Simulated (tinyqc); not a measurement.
## Gap voltage and exponent from three temperatures

Inverse problem. At constant current VBE(T) = Vg0 - a T - eta (kB T/q) ln T, where a is a constant. Find Vg0, eta and dVBE/dT at the middle temperature.

Constants: q = 1.602176634e-19 C, kB = 1.380649e-23 J/K. Results are converted to the units shown.

T (K): 273  300  360
VBE at a constant current (V): 0.6693295684  0.6064008932  0.4636568629

Answer. The relation is linear in Vg0, a and eta, so three points give a linear system; the slope is (VBE - Vg0 - eta kB T/q)/T. eta rests on the curvature of VBE(T) alone, so real fits need accuracy of some tens of microvolts or better.

Vg0 = 1.21 V
eta = 4.00
dVBE/dT = -2.35 mV/K

tinyqc, about 0.03 s, one thread, Intel Xeon 2.30GHz (shared host): `OMP_NUM_THREADS=1 python tinyqc.py 2062201 2062202 out.jsonl`
